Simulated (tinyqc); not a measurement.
# From one set of inputs to another, one input at a time

Model: velocity overshoot from momentum and energy balance equations after a field step. Computed by tinyqc, a small Python program. Command: `OMP_NUM_THREADS=1 python tinyqc.py 3030688 3030689 out.jsonl overshoot ladder`. One thread of a shared host (Intel(R) Xeon(R) Processor @ 2.30GHz), about 0.1 s of CPU time with the checks.

At t = 0 the field jumps from 0 to F in a uniform sample. v is the drift velocity and u = w - (3/2) k_B T the excess energy per carrier.

The inputs printed are set A. Set A is modelled on electrons in 4H-SiC except for tau_E; the values taken over come from a set modelled on electrons in strained silicon except for tau_E. Inputs not listed in the table keep their values of set A, so the rows need not describe a real material.

Inputs (values chosen for the exercise, modelled on electrons in 4H-SiC except for tau_E):
```
quantity                      value        unit
effective mass m               0.33         m_0
low-field mobility mu_0         890  cm^2/(V s)
saturation velocity v_s         1.9    1e7 cm/s
energy relaxation time tau_E   0.46          ps
field after the step F          160       kV/cm
lattice temperature T           300           K
time step dt                    1.1          fs
```

Scheme: implicit in the damping.

Constants: m_0 = 9.1093837015e-31 kg; e = 1.602176634e-19 C; k_B = 8.617333262e-05 eV/K.

Method:
- dv/dt = e F/m - v/tau_m(u), du/dt = e F v - u/tau_E, tau_m(u) = tau_0/(1 + c u), tau_0 = m mu_0/e, c = mu_0/(e tau_E v_s^2); this choice gives the steady state v (1 + mu_0 F v/v_s^2) = mu_0 F, which saturates at v_s. Steady velocity v = 2 mu_0 F/(1 + sqrt(1 + 4 (mu_0 F/v_s)^2)); u = e F v tau_E; carrier temperature T + 2u/(3 k_B), neglecting the drift energy m v^2/2.
- Step: v_new = (v + dt e F/m)/(1 + dt/tau_m(u)), u_new = (u + dt e F v_new)/(1 + dt/tau_E). Start v = u = 0; the distance adds dt (v + v_new)/2.
- Run to 8 times the larger of tau_E and tau_0, but at most 20001 steps, and stop early if |v| > 1000 v_s or u < -1/(2c); the run is accepted if the last v is within 0.5 % of the steady value.

Each row keeps all changes above it:
```
input moved                           from    to  peak over steady velocity  steady velocity (1e7 cm/s)  steady carrier temperature (K)
set A                                    -     -                      2.518                       1.777                           10421
low-field mobility mu_0 (cm^2/(V s))   890  2600                      2.748                       1.857                           10874
effective mass m (m_0)                0.33  0.21                      3.143                       1.857                           10874
field after the step F (kV/cm)         160   5.7                      1.090                       1.039                             511
saturation velocity v_s (1e7 cm/s)     1.9   1.1                      1.223                       0.765                             455
energy relaxation time tau_E (ps)     0.46  0.43                      1.212                       0.765                             445
```

Which inputs carry the difference?

Peak over steady velocity goes from 2.52 to 1.21, a factor 0.481 in all. The largest single move comes from field after the step F (a factor 0.347), and effective mass m works against it (a factor 1.14). Steady velocity goes from 1.78 to 0.765, a factor 0.430 in all. The largest single move comes from field after the step F (a factor 0.559). Steady carrier temperature goes from 10400 to 445, a factor 0.0427 in all. The largest single move comes from field after the step F (a factor 0.0470). The single moves hold for this order of the switches; the total does not depend on the order.

Caution (rows set A, low-field mobility mu_0, effective mass m): the excess energy exceeds 0.5 eV, where non-parabolicity, upper valleys and impact ionisation matter.

Extremes, crossings and ranges named in words are read from the listed rows.
